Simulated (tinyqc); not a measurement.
What each input does: carrier statistics of a doped semiconductor with parabolic bands.

Eg(T) = Eg0 - al T^2/(T + be); m_de = Mv^(2/3) (ml mt^2)^(1/3); m_dh = (mhh^(3/2) + mlh^(3/2))^(2/3); Nc and Nv from N = 2 (m kB T/(4 pi c))^(3/2) with c = hbar^2/2m0, in 1/angstrom^3; times 1e24 for 1/cm^3.

Energies are counted from Ev, so Ec = Eg. n = Nc F_1/2((EF - Eg)/kT), p = Nv F_1/2(-EF/kT), ND+ = ND/(1 + 2 exp((EF - Eg + ED)/kT)), NA- = NA/(1 + 4 exp((EA - EF)/kT)); neutrality asks p + ND+ = n + NA-. F_j(eta) = (1/Gamma(j + 1)) integral_0^infinity x^j dx/(1 + exp(x - eta)), which tends to exp(eta) for eta << 0.

Constants: hbar^2/2m0 = 3.80998211 eV angstrom^2; kB = 8.617333262e-05 eV/K.

Values chosen for the exercise (near those of Si; shifted at random, so the results belong to these values and not to a real crystal): Eg0 = 1.17 eV (gap at 0 K); al = 0.000471 eV/K (Varshni alpha); be = 618 K (Varshni beta); ml = 0.942 m0 (longitudinal electron mass); mt = 0.193 m0 (transverse electron mass); Mv = 6 (equivalent valleys); mhh = 0.539 m0 (heavy-hole mass); mlh = 0.149 m0 (light-hole mass); ND = 1e+18 1/cm^3 (donors); NA = 1e+13 1/cm^3 (acceptors); ED = 0.0437 eV (donor level below Ec); EA = 0.0441 eV (acceptor level above Ev); T = 77 K.

Neutrality solved anew for each case.

Results for these values:
```
case  EF (eV)  n (1/cm^3)  p (1/cm^3)
base   1.1374    4.89e+16    5.34e-57
```

What happens to each result for Eg0 = 1.22 eV, all else kept?

Answer: EF rises from 1.1374 to 1.1874; n does not change at the printed digits; p falls from 5.34e-57 to 2.85e-60.

The same for each parameter in turn:
```
case                 EF (eV)  n (1/cm^3)  p (1/cm^3)
base                  1.1374    4.89e+16    5.34e-57
T = 117 K             1.1252    1.90e+17    9.47e-31
ND = 5e+17 1/cm^3     1.1350    3.43e+16    7.63e-57
NA = 1.3e+13 1/cm^3   1.1374    4.89e+16    5.34e-57
Eg0 = 1.22 eV         1.1874    4.89e+16    2.85e-60
mt = 0.2316 m0        1.1367    5.35e+16    5.86e-57
mhh = 0.6468 m0       1.1374    4.89e+16    6.80e-57
ED = 0.0655 eV        1.1266    9.67e+15    2.71e-56
```

Program tinyqc; command `OMP_NUM_THREADS=1 python tinyqc.py 1651608 1651609 out.jsonl`; about 0.01 s on one thread of a shared Intel(R) Xeon(R) Processor @ 2.30GHz.
